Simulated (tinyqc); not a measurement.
Stress and current directions compared.

A cubic crystal with three pairs of conduction valleys along x, y and z; non-degenerate electrons, one relaxation time, masses unchanged. Stress s_ij = X a_i a_j with a the unit vector along the stress; strain e_ii = s11 s_ii + s12 (s_jj + s_kk), e_ij = s44 s_ij/2. Valley shift dE = Xu (n.e.n - trace(e)/3) with n the valley axis; share f proportional to exp(-dE/Vt). Inverse mass along the current d: (n.d)^2/ml + (1 - (n.d)^2)/mt; mu/mu0 = sum f (1/m) over the plain mean of 1/m. Rows: direction of the stress, of size |X|; columns: direction of the current and sign.

Inputs (values chosen for the exercise); values close to those of silicon:
- T = 400 K (temperature)
- s11 = 7.72 1/TPa (compliance)
- s12 = -2.12 1/TPa (compliance)
- s44 = 12.9 1/TPa (compliance)
- Xu = 8.85 eV (shear deformation potential)
- ml = 0.925 m0 (longitudinal mass)
- mt = 0.185 m0 (transverse mass)
- X = 580 MPa (uniaxial stress (tension positive))

Constants: q = 1.602176634e-19 C, kB = 1.380649e-23 J/K, Vt = kB T/q. Results are converted to the units shown.

mu/mu0:
```
       I [100], tension  I [100], compression  I [110], tension  I [110], compression
[100]             1.251                0.6175             1.063                0.9044
[110]             1.096                0.9239             1.096                0.9239
[001]            0.8747                 1.191            0.8747                 1.191
[111]             1.000                 1.000             1.000                 1.000
```

What do the numbers show?

The largest gain, 1.25, is for stress along [100], tension, current along [100]; the largest loss, 0.617, for [100], compression, current along [100]. Entries equal to one are cases in which the valleys are not split or have equal mass along the current.

Numbers from tinyqc (`OMP_NUM_THREADS=1 python tinyqc.py 2530045 2530046 out.jsonl`; about 0.01 s on one thread of a shared Intel Xeon 2.30GHz).
